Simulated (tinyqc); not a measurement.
p-i-n junction, non-linear Poisson equation by Newton steps: one step of the calculation.

One dimension, p side on the left, n side on the right; net doping C = -Na for x < 0, 0 for 0 < x < Li and +Nd beyond. The potential psi is counted from the intrinsic level, and the quasi-Fermi potentials are flat: 0 for holes and -V for electrons, so n = ni exp((psi + V)/Vt) and p = ni exp(-psi/Vt) (Boltzmann statistics, full ionisation, no current). Under reverse bias this makes the minority densities vanishingly small everywhere; they play no part in the charge.

Problem. Converged densities, field and charge. n and p as above; field E_i = -(psi_(i+1) - psi_i)/h_i on each interval; charge on either side of the peak Q = eps0 eps_r |E|max (Gauss).

Parameters, values chosen for the exercise; band and dielectric values close to those of In0.53Ga0.47As:
```
symbol,value,unit,meaning
T,300,K,temperature
eps_r,13.8,,relative permittivity
V,-3.3,V,bias of the p side against the n side
```

Constants: q = 1.602176634e-19 C, kB = 1.380649e-23 J/K, Vt = kB T/q, eps0 = 8.8541878128e-14 F/cm where lengths are in cm. Results are converted to the units shown.

x, node 0 to 12 (nm): [-42.5, -29.5, -18.9, -10.1, -2.95, 2.95, 14.5, 36.9, 80.7, 166, 333, 658, 1290]
converged psi, node 0 to 12 (V): [-0.3709313, -0.3709020, -0.3705998, -0.3682100, -0.3550631, -0.3094809, -0.2386473, -0.1057558, 0.1539943, 0.6598546, 1.6502260, 3.5775954, 3.5830035]
net doping C, node 0 to 12 (cm^-3): [-1.5e18, -1.5e18, -1.5e18, -1.5e18, -1.5e18, 0, 0, 0, 0, 0, 0, 5e16, 5e16]
ni = 8.8048136e11 cm^-3

Wanted: n; p; field E; peak |E|; charge Q.

Solution.

n, node 0 to 12 (cm^-3): [1.887e-50, 1.889e-50, 1.911e-50, 2.097e-50, 3.486e-50, 2.033e-49, 3.148e-48, 5.377e-46, 1.242e-41, 3.910e-33, 1.697e-16, 4.056e16, 5.000e16]
p, node 0 to 12 (cm^-3): [1.500e18, 1.498e18, 1.481e18, 1.350e18, 8.119e17, 1.392e17, 8.991e15, 5.264e13, 2.279e9, 7.239, 1.668e-16, 6.979e-49, 5.661e-49]
field E, interval 0 to 11 (kV/cm): [-0.02, -0.29, -2.72, -18.39, -77.26, -61.33, -59.33, -59.30, -59.30, -59.30, -59.30, -0.09]
peak |E| = 77.26 kV/cm
charge Q = 94.40 nC/cm^2

Computed by the program tinyqc: `OMP_NUM_THREADS=1 python tinyqc.py 2000005 2000006 out.jsonl`, one thread of a shared Intel Xeon 2.30GHz, about 0.09 s for the whole run.
